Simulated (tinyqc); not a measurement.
Full spectrum, Debye and Einstein heat capacities: Born-von Karman spring model of a cubic crystal with one atom per cell. Computed by tinyqc, a small Python program. Command: `OMP_NUM_THREADS=1 python tinyqc.py 3019369 3019370 out.jsonl springs walk`. One thread of a shared host (Intel(R) Xeon(R) Processor @ 2.30GHz), about 0.1 s of CPU time with the checks.

First neighbours lie at a/2 (1,1,0) (12 of them), second at a (1,0,0) (6), with all permutations and signs; the volume per atom is Omega = a^3/4.

Inputs (values chosen for the exercise, for a model crystal):

| quantity | value | unit |
|---|---|---|
| lattice constant a | 3.78 | angstrom |
| atomic mass M | 66.4 | u |
| radial spring k1L | 3.92 | eV/angstrom^2 |
| transverse spring k1T | 0 | eV/angstrom^2 |
| radial spring k2L | 0.18 | eV/angstrom^2 |
| transverse spring k2T | 0 | eV/angstrom^2 |

Lattice: fcc.

Constants: 1 eV/angstrom^3 = 160.2176634 GPa; u = 1.6605390666e-27 kg; hbar = 1.054571817e-34 J s; k_B = 1.380649e-23 J/K; nu for 1 eV/(angstrom^2 u) = 15.6333042 THz; h x 1 THz = 4.135667696 meV; k_B = 8.617333262e-05 eV/K.

Method:
- [ij,kl] = (1/(2 Omega)) sum_R K_ij R_k R_l; C11 = [xx,xx], C44 = [xx,yy], C12 = 2 [xy,xy] - C44; B = (C11 + 2 C12)/3; Zener ratio A = 2 C44/(C11 - C12). K(R) = kL n n^T + kT (1 - n n^T).
- rho = M/Omega and v = sqrt(C/rho), with C = C11, C44, C44 along [100]; (C11 + C12 + 2 C44)/2, C44, (C11 - C12)/2 along [110]; (C11 + 2 C12 + 4 C44)/3 and twice (C11 - C12 + C44)/3 along [111].
- Christoffel matrix G_xx = C11 n_x^2 + C44 (1 - n_x^2), G_xy = (C12 + C44) n_x n_y, with eigenvalues rho v^2; v_m^-3 is the mean of v^-3 over three branches and all directions (12 Gauss-Legendre points in cos(theta) times 24 angles phi = (j + 1/2) pi/12); q_D = (6 pi^2/Omega)^(1/3); Theta = hbar v_m q_D/k_B.
- A neighbour at R with unit vector n couples by the matrix K(R) = kL n n^T + kT (1 - n n^T), and D(q) = (1/M) sum_R K(R) [1 - cos(q.R)].
- An eigenvalue lambda of D in eV/(angstrom^2 u) gives nu = 15.6333042 THz x sqrt(lambda).
- Mesh: q = sum_i (m_i + 1/2)/n b_i, m_i = 0..n-1, with b = [[-1, 1, 1], [1, -1, 1], [1, 1, -1]] in 2 pi/a; sums are averages over the n^3 points (here n = 14), per atom.
- With x = h nu/(k_B T) and n = 1/(exp(x) - 1) for each mode: F = k_B T [x/2 + ln(1 - exp(-x))], U = k_B T x (n + 1/2), S/k_B = x n - ln(1 - exp(-x)), C/k_B = x^2 n (n + 1).
- Debye: C = 9 k_B (T/Theta)^3 int_0^(Theta/T) x^4 e^x/(e^x - 1)^2 dx with the elastic Theta. Einstein: three modes at the root-mean-square frequency. The last column is the Theta that makes the Debye formula give the full C at that T.

elastic Debye temperature = 561.040 K

root-mean-square frequency = 7.6837 THz

Heat capacity (k_B/atom):

| T (K) | full spectrum | Debye | Einstein | Theta from C (K) |
|---|---|---|---|---|
| 67 | 0.5603 | 0.3687 | 0.3730 | 473.43 |
| 100 | 1.2094 | 0.9063 | 1.0743 | 472.02 |
| 140 | 1.8004 | 1.5059 | 1.7343 | 473.17 |
| 200 | 2.3003 | 2.0857 | 2.2772 | 474.38 |
| 280 | 2.6088 | 2.4745 | 2.6015 | 475.14 |
| 420 | 2.8161 | 2.7485 | 2.8145 | 475.63 |
| 560 | 2.8944 | 2.8547 | 2.8939 | 475.82 |
| 840 | 2.9524 | 2.9341 | 2.9523 | 475.95 |

What does the comparison show, and why?

The apparent Theta runs from 472 to 476 K against the elastic 561 K; at high T it tends to sqrt(5/3) h nu_rms/k_B = 476 K. At the lowest T the Debye value is 0.66 and the Einstein value 0.67 times the full one; dispersion bends the branches below the sound lines, so the real spectrum has more low modes than Debye assumes. At the highest T Debye misses by 0.62 % and Einstein by 0.0037 %.

Extremes, crossings and ranges named in words are read from the listed rows.
